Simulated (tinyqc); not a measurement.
## Thickness of the second layer from the transmission

Question. A two-layer stack carries the voltage V: F1 = V/(t1 + t2 eps1/eps2), F2 = F1 eps1/eps2; U = phi1 - F1 x in layer 1 and phi2 - F1 t1 - F2 (x - t1) in layer 2. T = exp(-S) at E = 0, C = hbar^2/(2 m0). Each layer adds (2/F) sqrt(m/C) [G(u at its left edge) - G(u at its right edge)] to S, with u = U - E (0 where negative) and G(u) = (2/3) u^1.5. Find t2, known to lie between 0.3 and 6 nm, and F1.

Parameters, values chosen for the exercise: barrier of layer 1 above the emitter Fermi level at zero bias phi1 = 3.22 eV; tunnelling mass of layer 1 m1 = 0.48 m0; thickness of layer 1 t1 = 0.8 nm; relative permittivity of layer 1 eps1 = 3.95; barrier of layer 2 at zero bias phi2 = 1.57 eV; tunnelling mass of layer 2 m2 = 0.21 m0; relative permittivity of layer 2 eps2 = 22.2; voltage across the dielectric V = 1.1 V.

Constants: q = 1.602176634e-19 C, hbar = 1.054571817e-34 J s, m0 = 9.1093837015e-31 kg, hbar^2/(2 m0) = 0.0380998212 eV nm^2. Results are converted to the units shown.

T at E = 0 = 1.3683199e-7

Answer. Over that range S rises steadily with t2, so S = -ln T has one root, found by bisection.

t2 = 1.70 nm
F1 = 9.98 MV/cm

tinyqc, about 0.06 s, one thread, Intel Xeon 2.30GHz (shared host): `OMP_NUM_THREADS=1 python tinyqc.py 2540115 2540116 out.jsonl`
